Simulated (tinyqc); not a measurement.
Three-phonon processes in a diatomic chain: dispersion, energy and momentum conservation, and decay channels of optical phonons: one step, computed by the program tinyqc. Command: `OMP_NUM_THREADS=1 python tinyqc.py 3120628 3120629 out.jsonl threeph walk`. One thread of a shared host (Intel(R) Xeon(R) Processor @ 2.30GHz), about 0.04 s of CPU time with the checks.

Cell length a, two atoms, one spring constant. x = q a/pi runs from -1 to 1; A and O are the acoustic and optical branches. Matrix elements are not computed: only conservation laws and occupation factors are followed.

Task: Decay of the zone-centre phonon. omega^2 = k (1/m + 1/M) -/+ k sqrt((1/m + 1/M)^2 - 4 sin^2(pi x/2)/(m M)); nu = 15.6333042 THz x sqrt(omega^2) for eV/(angstrom^2 u). O(0) -> A(x) + A(-x) needs nu_A(x) = nu_O(0)/2, which gives sin^2(pi x/2) = (3/16)(m + M)^2/(m M). Full width at half maximum Gamma = Gamma_0 (1 + 2 n), n = 1/(exp(h nu_A/(k_B T)) - 1); lifetime = 1/(2 pi c Gamma).

Inputs (values chosen for the exercise, for a model chain):

| quantity | value | unit |
|---|---|---|
| light mass m | 14 | u |
| heavy mass M | 35.6 | u |
| temperature T | 500 | K |
| zero-temperature width Gamma_0 | 2.6 | 1/cm |

optical top = 14.95879 THz

Constants: h x 1 THz = 4.135667696 meV; k_B = 8.617333262e-05 eV/K; c = 299792458 m/s.

Give: x of the products; their frequency; occupation n; width Gamma; lifetime.

Result:

x of the products = 0.8240

their frequency = 7.479 THz

occupation n = 0.9523

width Gamma = 7.552 1/cm

lifetime = 0.7030 ps
